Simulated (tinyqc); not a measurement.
FCI on RHF in the sto-3g basis, for H2, spin multiplicity 1, step by step. One step of it, computed by the program tinyqc.

Task: FCI: roots. Diagonalise (each vector has its largest component positive (the first on a tie)); all determinants have Ms = 0, so triplets appear too. The lowest singlet root is the correlation energy.

Occupation strings over the orbitals (2 doubly, a alpha, b beta, 0 empty; spin orbitals ordered 1a 1b 2a 2b ...): 20 ab ba 02

H - E(HF) between determinants (hartree), order 20, ab, ba, 02:
$$\begin{pmatrix}
0.000000 & 0.000000 & 0.000000 & 0.186026 \\
0.000000 & 0.672912 & -0.186026 & 0.000000 \\
0.000000 & -0.186026 & 0.672912 & 0.000000 \\
0.186026 & 0.000000 & 0.000000 & 1.388305
\end{pmatrix}$$

Give: lowest roots of this matrix, relative to E(HF); lowest vectors; <S^2> of these roots; weight of the ground state by excitation level 0, 1, 2, ....

Result:

lowest roots of this matrix, relative to E(HF) (hartree): [-0.0245, 0.4869, 0.8589, 1.4128]

lowest vectors, order 20, ab, ba, 02:
$$\begin{pmatrix}
0.9914 & 0.0000 & 0.0000 & 0.1305 \\
0.0000 & 0.7071 & 0.7071 & 0.0000 \\
0.0000 & 0.7071 & -0.7071 & 0.0000 \\
-0.1305 & 0.0000 & 0.0000 & 0.9914
\end{pmatrix}$$

<S^2> of these roots: [0.0000, 2.0000, 0.0000, 0.0000]

weight of the ground state by excitation level 0, 1, 2, ...: [0.9830, 0.0000, 0.0170]
